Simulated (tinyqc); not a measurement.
The size of the error: propagation of a band-gap error through k.p and effective-mass formulas.

Chain, for a gap E (the reference Eg or another value), with Ep and Dso kept: 1/me = 1 + Ep (E + 2 Dso/3)/(E (E + Dso)); g* = 2 - 2 Ep Dso/(3 E (E + Dso)); g1(E) = g1 + (Ep/3)(1/E - 1/Eg), g2(E) = g2 + (Ep/6)(1/E - 1/Eg), light hole 1/(g1 + 2 g2), heavy hole 1/(g1 - 2 g2) along [100]; optical constant ei(E) = 1 + (ei - 1)(EP/(EP + E - Eg))^2, static e0(E) = ei(E) + e0 - ei.

Donor: R = Ry me/e0^2, a_B = a0 e0/me, Mott density (0.26/a_B)^3. Nc, Nv = 2 (m kT/(4 pi c))^(3/2), c = hbar^2/2m0, ni = sqrt(Nc Nv) exp(-E/2kT). Exciton: Ry mu/e0^2 with 1/mu = 1/me + g1(E). 1 angstrom^-3 = 1e24 cm^-3.

Constants: Ry = 13.60569312 eV; a0 (Bohr radius) = 0.5291772105 angstrom; kB = 8.617333262e-05 eV/K; hbar^2/2m0 = 3.80998211 eV angstrom^2.

Inputs chosen for the exercise (reference values near those of GaAs, gap at low temperature; the results hold for these values, not for the real material): Eg = 1.53 eV (gap at Gamma to the s-like level); Dso = 0.335 eV (spin-orbit splitting); Ep = 25.9 eV (Kane energy); g1 = 6.95 (Luttinger gamma1); g2 = 2.07 (gamma2); e0 = 13.02 (static dielectric constant); ei = 10.99 (optical dielectric constant); EP = 5.11 eV (mean (Penn) gap); mh = 0.42 m0 (density-of-states mass of the holes); T = 300 K (temperature).

E = f Eg; ratios against f = 1.

Results:
```
f     E (eV)  me ratio  light-hole ratio  e0 ratio  donor ratio  Mott ratio       g*  log10 ni ratio
0.25   0.383     0.291             0.247     1.509        0.128     0.00716  -19.077            9.24
0.40   0.612     0.441             0.396     1.373        0.234      0.0332   -7.980            7.44
0.60   0.918     0.634             0.596     1.223        0.424       0.139   -3.029            4.99
0.80   1.224     0.819             0.797     1.101        0.676       0.412   -1.031            2.51
1.00   1.530     1.000             1.000     1.000        1.000        1.00   -0.027            0.00
1.20   1.836     1.176             1.204     0.916        1.403        2.12    0.549           -2.52
1.50   2.295     1.433             1.513     0.813        2.167        5.47    1.042           -6.31
2.00   3.060     1.841             2.036     0.687        3.900        19.2    1.443          -12.65
```

What does the comparison show, and why?

Between f = 0.8 and 1.2 the mean powers d ln(ratio)/d ln f are 0.89 for me, 1.02 for the light hole, -0.45 for e0, 1.80 for the donor energy and 4.04 for the Mott density; ni moves by -0.82 decades per 0.1 eV, against -0.1 eV/(2 kT ln 10) = -0.84 from the exponential alone, the rest coming from Nc through me^(3/4). g* changes sign between f = 1.00 and 1.20; the place of this zero hangs on remote bands, which are left out.

tinyqc: `OMP_NUM_THREADS=1 python tinyqc.py 1850875 1850876 out.jsonl`; about 0.01 s, one thread, shared Intel(R) Xeon(R) Processor @ 2.30GHz.
